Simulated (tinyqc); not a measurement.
Gate-all-around wire with two subbands, quantum capacitance: one step of the calculation.

phi is the Fermi level above the lowest subband edge, in volts; Vg is counted from the gate voltage at which an empty wire would have phi = 0. Both directions of motion are filled (equilibrium).

Question. New phi. N1 = gv sqrt(2 md m0 kB T/(pi hbar^2)); n1 = N1 F(phi/Vt), n2 = g2 N1 F((phi - E2)/Vt), n = n1 + n2, F(e) = (1/sqrt(pi)) int_0^infinity u^(-1/2) du/(1 + exp(u - e)); Cq = q dn/dphi = (q N1/Vt) [F'(phi/Vt) + g2 F'((phi - E2)/Vt)]. Newton: f = phi + q (n)/Cox - Vg, phi(new) = phi - f/(1 + (Cq)/Cox).

Inputs (values chosen for the exercise):

| symbol | value | unit | meaning |
|---|---|---|---|
| T | 400 | K | temperature |
| md | 0.3 | m0 | mass along the wire |
| gv | 4 |  | valley degeneracy |
| E2 | 0.19 | eV | second subband above the first |
| g2 | 2 |  | orbital degeneracy of the second subband |
| Vg | 0.76 | V | gate voltage |

Constants: q = 1.602176634e-19 C, kB = 1.380649e-23 J/K, hbar = 1.054571817e-34 J s, m0 = 9.1093837015e-31 kg, Vt = kB T/q. Results are converted to the units shown.

phi at the start = 0.76 V
Cox = 6.3754476 pF/cm

Find: n1; n2; Cq; f; phi after iteration 1.

Answer.

n1 = 6.224e7 cm^-1
n2 = 1.077e8 cm^-1
Cq = 21.82 pF/cm
f = 4.271 V
phi after iteration 1 = -0.2059 V

Program tinyqc, `OMP_NUM_THREADS=1 python tinyqc.py 2200147 2200148 out.jsonl`; Intel Xeon 2.30GHz, shared host, one thread, about 0.02 s.
